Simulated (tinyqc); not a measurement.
Off-state leakage of single and stacked transistors: two steps of the calculation.

n-channel devices of unit width. Subthreshold current I(Vg, Vs, Vd) = I0 (T/300 K)^0.5 exp[(Vg - Vs - VT(T) - gb (Vs - Vb) + dd (Vd - Vs))/(nf Vt)] (1 - exp(-(Vd - Vs)/Vt)), VT(T) = VT - cT (T - 300 K). Gate-edge tunnelling Ig (Vd/1 V) exp(ag (Vd - 1 V)), for a gate at 0 V, and band-to-band leakage Ab u exp(-Bb/u), u = Vd - Vb + 1 V, flow at a drain held at V; both are taken as independent of T. In a stack of off transistors (all gates at 0 V) the same subthreshold current passes through each.

Inputs (values chosen for the exercise); values of the order met in bulk silicon logic transistors:
```
symbol   value       unit                                             meaning
T          330          K                                         temperature
V          0.9          V                                      supply voltage
VT        0.37          V        threshold at 300 K, zero drain and body bias
cT         0.9       mV/K              fall of the threshold with temperature
I0        0.26      uA/um                       current at threshold at 300 K
nf        1.26                                                   slope factor
dd        0.08                                drain-induced lowering per volt
gb        0.14             rise of the threshold per volt of source-body bias
Ig      0.0006      uA/um                 gate-edge tunnelling current at 1 V
ag         4.5        1/V               exponential slope of the gate current
Ab          70  uA/(um V)      prefactor of band-to-band leakage at the drain
Bb          23          V                             its exponential voltage
Vb        -0.3          V                                        body voltage
```

Constants: q = 1.602176634e-19 C, kB = 1.380649e-23 J/K, Vt = kB T/q. Results are converted to the units shown.

Problem 1. Leakage of one transistor. Vg = Vs = 0, Vd = V; effective threshold VT(T) - gb Vb - dd V.

Find: effective threshold; parts; total; shares.

Solution 1.

effective threshold = 0.31300 V
parts (nA/um): subthreshold 0.043843, gate edge 0.34432, band-to-band 4.4378
total = 4.8260 nA/um
shares (%): subthreshold 0.90847, gate edge 7.1347, band-to-band 91.957

The band-to-band part is the largest.

Problem 2. New Vx. Stack of two, Vx the node between them: I_low = I(0, 0, Vx), I_up = I(0, Vx, V), f = ln(I_up/I_low), f' = -(1 + gb + 2 dd)/(nf Vt) - 1/(Vt (exp(Vx/Vt) - 1)) - 1/(Vt (exp((V - Vx)/Vt) - 1)), Vx(new) = Vx - f/f'.

Vx after iteration 1 = 0.059028272 V

Wanted: I_low; I_up; f; f'; Vx after iteration 2.

Solution 2.

I_low = 0.005864 nA/um
I_up = 0.005875 nA/um
f = 0.001864
f' = -41.33 1/V
Vx after iteration 2 = 0.05907 V

Computed by the program tinyqc: `OMP_NUM_THREADS=1 python tinyqc.py 2242272 2242273 out.jsonl`, one thread of a shared Intel Xeon 2.30GHz, about 0.04 s for the whole run.
